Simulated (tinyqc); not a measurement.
Worked calculation: coherent transport through a tight-binding region between two chains. Computed by tinyqc, a small Python program that keeps every step. Settings: temperature = 77, mu = 0.04. Command: `OMP_NUM_THREADS=1 python tinyqc.py 25581 25582 out.jsonl` (the two numbers bound the seeds that draw the settings). One thread of a shared host (Intel(R) Xeon(R) Processor @ 2.60GHz), about 0.08 s of CPU time with the checks.

## Transmission at E = 0.52 eV

H of the central region (eV):
```
[[0.000000, -1.260000, 0.000000, 0.000000, -1.260000],
 [-1.260000, 0.000000, -1.260000, 0.000000, 0.000000],
 [0.000000, -1.260000, 0.000000, -1.260000, 0.000000],
 [0.000000, 0.000000, -1.260000, 0.000000, -1.260000],
 [-1.260000, 0.000000, 0.000000, -1.260000, 0.000000]]
```

Leads: semi-infinite chains with site energy 0:
```
parameter                           value
lead hopping t (eV)              2.890000
coupling to the left lead (eV)   0.230000
coupling to the right lead (eV)  1.060000
left contact site                       1
right contact site                      4
```

E = 0.520000 eV

Surface Green function g = (E - i sqrt(4 t^2 - E^2)) / (2 t^2); self-energy tc^2 g on each contact site; G = (E - H - Sigma)^(-1); Gamma = -2 Im Sigma; T = Gamma_L Gamma_R |G_LR|^2; local density of states -Im G_ii / pi.

g = 0.031130-0.344618i 1/eV

G (1/eV):
```
[[0.111603-0.027529i, 0.375157-0.028078i, -0.266429+0.039117i, -0.265202+0.011934i, 0.372183+0.037788i],
 [0.375157-0.028078i, 0.111547-0.029893i, 0.372459+0.040415i, -0.265260+0.013214i, -0.266289+0.036016i],
 [-0.266429+0.039117i, 0.372459+0.040415i, 0.112716-0.055796i, 0.374674-0.017388i, -0.262286-0.052652i],
 [-0.265202+0.011934i, -0.265260+0.013214i, 0.374674-0.017388i, 0.110632-0.006038i, 0.374534-0.014287i],
 [0.372183+0.037788i, -0.266289+0.036016i, -0.262286-0.052652i, 0.374534-0.014287i, 0.113723-0.056947i]]
```

local density of states (1/eV): [0.008763, 0.009515, 0.017760, 0.001922, 0.018127]

transmission = 0.001990

## Transmission across the band

The same steps on a grid of energies.

T(E):
```
E (eV)              T
-5.49100000  7.42e-07
-4.94190000  4.61e-06
-4.39280000  0.000019
-3.84370000  0.000085
-3.29460000  0.000553
-2.74550000  0.016124
-2.19640000  0.014916
-1.64730000  0.008956
-1.09820000  0.032182
-0.54910000  0.032599
0.00000000   0.004369
0.54910000   0.001939
1.09820000   0.001648
1.64730000   0.003261
2.19640000   0.009852
2.74550000   0.000402
3.29460000   0.000067
3.84370000   0.000017
4.39280000   0.000005
4.94190000   1.49e-06
5.49100000   2.74e-07
```

levels of the isolated region (eV): [-2.520000, -0.778723, -0.778723, 2.038723, 2.038723]

## Current

I = (2e/h) int T(E) [f(E - mu - V/2) - f(E - mu + V/2)] dE at 77 K with mu = 0.04 eV, the bias not changing H; 2e^2/h = 77.48092 microsiemens; the integral runs over the band on 4001 points.

Current:
```
V (volt)  I (microampere)
0.010000         0.003106
0.050000         0.015543
0.100000         0.031161
0.200000         0.062924
0.400000         0.130907
0.800000         0.311817
```
